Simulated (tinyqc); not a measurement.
# Abrupt p-n junction, non-linear Poisson equation by Newton steps: two studies

One dimension, p side on the left, n side on the right; net doping C = -Na for x < 0 and +Nd for x > 0. The potential psi is counted from the intrinsic level, and the quasi-Fermi potentials are flat: 0 for holes and -V for electrons, so n = ni exp((psi + V)/Vt) and p = ni exp(-psi/Vt) (Boltzmann statistics, full ionisation, no current).

Inputs (values chosen for the exercise); band and dielectric values close to those of silicon:
- T = 400 K (temperature)
- Eg = 1.12 eV (band gap)
- eps_r = 11.9 (relative permittivity)
- Nc = 4.33e19 cm^-3 (conduction-band density of states at T)
- Nv = 4.14e19 cm^-3 (valence-band density of states at T)
- Na = 1.6e18 cm^-3 (acceptor density of the p side)
- Nd = 7.9e16 cm^-3 (donor density of the n side)
- V = -0.3 V (bias of the p side against the n side)

Constants: q = 1.602176634e-19 C, kB = 1.380649e-23 J/K, Vt = kB T/q, eps0 = 8.8541878128e-14 F/cm where lengths are in cm. Results are converted to the units shown.

Each table varies one quantity; the others keep the values above.

## Capacitance and field against bias

The Poisson equation d/dx(eps0 eps_r dpsi/dx) = -q (p - n + C) is solved on a mesh of more than 1000 nodes that ends in neutral material (psi_p = -Vt ln(Na/ni), psi_n = Vt ln(Nd/ni) - V). C_j = q d/dV of the integral of p over x, from the linearised equation. ni = sqrt(Nc Nv) exp(-Eg/(2 Vt)), Eg in volts. Depletion approximation: Vbi = Vt ln(Na Nd/ni^2), W = sqrt(2 eps0 eps_r (Vbi - V)(1/Na + 1/Nd)/q), xp = W Nd/(Na + Nd), xn = W Na/(Na + Nd), peak field 2 (Vbi - V)/W, capacitance eps0 eps_r/W. The last column applies it to an abrupt Na-Nd junction.

Result of one run:

| V (V) | peak \|E\| (kV/cm) | C_j (nF/cm^2) | 1/C_j^2 (cm^4/uF^2) | eps0 eps_r/C_j (nm) | abrupt depletion C (nF/cm^2) |
|---|---|---|---|---|---|
| 0.12 | 128.4 | 104.2 | 92.03 | 101.1 | 97.35 |

What becomes of these results when the bias of the p side against the n side V is changed from 0.12 to -4.25 V, all else the same?

Result of the changed run:

| V (V) | peak \|E\| (kV/cm) | C_j (nF/cm^2) | 1/C_j^2 (cm^4/uF^2) | eps0 eps_r/C_j (nm) | abrupt depletion C (nF/cm^2) |
|---|---|---|---|---|---|
| -4.25 | 337.4 | 35.75 | 782.4 | 294.7 | 35.51 |

The whole series:

| V (V) | peak \|E\| (kV/cm) | C_j (nF/cm^2) | 1/C_j^2 (cm^4/uF^2) | eps0 eps_r/C_j (nm) | abrupt depletion C (nF/cm^2) |
|---|---|---|---|---|---|
| 0.12 | 128.4 | 104.2 | 92.03 | 101.1 | 97.35 |
| -0.75 | 185.8 | 65.78 | 231.1 | 160.2 | 64.23 |
| -1.63 | 232.6 | 51.99 | 370.0 | 202.7 | 51.24 |
| -2.5 | 271.7 | 44.41 | 507.0 | 237.2 | 43.94 |
| -3.38 | 306.5 | 39.36 | 645.5 | 267.7 | 39.03 |
| -4.25 | 337.4 | 35.75 | 782.4 | 294.7 | 35.51 |
| -5.13 | 366.0 | 32.95 | 920.9 | 319.7 | 32.76 |
| -6 | 392.3 | 30.75 | 1058 | 342.7 | 30.59 |

With V going from 0.12 to -6 V, C_j falls from 104 to 30.7 nF/cm^2 and the peak field rises from 128 to 392 kV/cm. The slope of 1/C_j^2, read as N = 2/(q eps0 eps_r |slope|), gives 7.41e16 cm^-3 between the first two rows and 7.53e16 cm^-3 between the last two, against Na Nd/(Na + Nd) = 7.53e16 cm^-3; the slopes of all rows agree within 2 %, as for uniform doping at both edges. At the end C_j goes as (Vbi - V)^(-0.51) with Vbi = 0.790 V, and it is 0.51 % above the abrupt depletion formula (at the first row 7.1 % above it).

## Effect of the doping Nd

Exact first integral for an abrupt junction with thick neutral sides: psi_p = -Vt ln(Na/ni), psi_n = Vt ln(Nd/ni) - V, psi_j = (Nd psi_n + Na psi_p - Vt (Nd - Na))/(Na + Nd) at the junction, n_j = ni exp((psi_j + V)/Vt), p_j = ni exp(-psi_j/Vt), and E_j^2 = (2 q/(eps0 eps_r)) [Nd (psi_n - psi_j - Vt) + Vt (n_j + p_j)] (minority densities of the neutral sides neglected).

The same in every row: ni (cm^-3) = 3.724e12.

Effect of the doping Nd:

| Nd (cm^-3) | Vbi (V) | W (nm) | share of W on the n side (%) | peak field, depletion (kV/cm) | peak field, exact (kV/cm) |
|---|---|---|---|---|---|
| 5.3e16 | 0.7767 | 166.1 | 96.79 | 129.6 | 134.7 |
| 1.2e17 | 0.8049 | 114.1 | 93.02 | 193.7 | 189.5 |
| 2.9e17 | 0.8353 | 77.99 | 84.66 | 291.1 | 282.3 |
| 6.8e17 | 0.8647 | 56.66 | 70.18 | 411.1 | 398.8 |
| 1.6e18 | 0.8942 | 44.31 | 50.00 | 539.0 | 523.2 |
| 3.7e18 | 0.9231 | 37.95 | 30.19 | 644.6 | 626.1 |
| 8.6e18 | 0.9521 | 34.94 | 15.69 | 716.7 | 696.8 |
| 2e19 | 0.9812 | 33.73 | 7.407 | 759.8 | 742.9 |

What does the table show?

As Nd rises, Vbi rises from 0.777 to 0.981 V, 79.4 mV a decade (Vt ln 10), and W falls from 166 to 33.7 nm. The exponent d ln W/d ln Nd is -0.46 between the first two rows and -0.04 between the last two: the lighter-doped side sets the width, and Nd passes Na = 1.6e18 cm^-3 within the table. The depletion field is 3.8 % below the exact one in the first row and 2.3 % above it in the last. For Nd = 2e19 the doping exceeds a fifth of the band density of states, where Boltzmann statistics begin to fail.

Program tinyqc, `OMP_NUM_THREADS=1 python tinyqc.py 2000087 2000088 out.jsonl`; Intel Xeon 2.30GHz, shared host, one thread, about 0.03 s.
